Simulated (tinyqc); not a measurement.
Interface roughness in a thin film (subband fluctuation and scattering): one step. Threshold variation. Two cases, with inputs chosen for the exercise.

Question. Averaged over an area A = Lg Wg much larger than Lc^2, the thickness varies by D sqrt(pi Lc^2/A), so sigma(Vt) = G D Lc sqrt(pi/A)/e; the Pelgrom coefficient is sigma sqrt(A) (1 micrometre = 1e4 angstrom).

Case 1.

Values chosen (near those of a thin Si channel on (100), two-fold valleys; the results hold for these values, not for the real material): D = 3.5 angstrom (rms height of the roughness); Lc = 46 angstrom (correlation length); Lg = 300 angstrom (gate length); Wg = 1000 angstrom (gate width).

G = |dE1/dt| = 1.330648 meV/angstrom

Case 2.

Values chosen (near those of a thin Si channel on (100), two-fold valleys; the results hold for these values, not for the real material): D = 3.7 angstrom (rms height of the roughness); Lc = 32 angstrom (correlation length); Lg = 150 angstrom (gate length); Wg = 250 angstrom (gate width).

G = |dE1/dt| = 14.325017 meV/angstrom

Give: rms of the mean thickness; sigma(Vt); coefficient.

Answer.

Case 1.

rms of the mean thickness = 0.521 angstrom
sigma(Vt) = 0.693 mV
coefficient = 0.0380 mV micrometre

The electrostatic effect of the thickness is left out.

Case 2.

rms of the mean thickness = 1.084 angstrom
sigma(Vt) = 15.524 mV
coefficient = 0.301 mV micrometre

The electrostatic effect of the thickness is left out. Lc is not small against the gate, so the averaging formula overstates the variation.

Computed by tinyqc, one run a case: `OMP_NUM_THREADS=1 python tinyqc.py N N+1 out.jsonl` with N = 1281259, 1281855; one thread of a shared Intel(R) Xeon(R) Processor @ 2.30GHz, about 0.01 s a run at most.
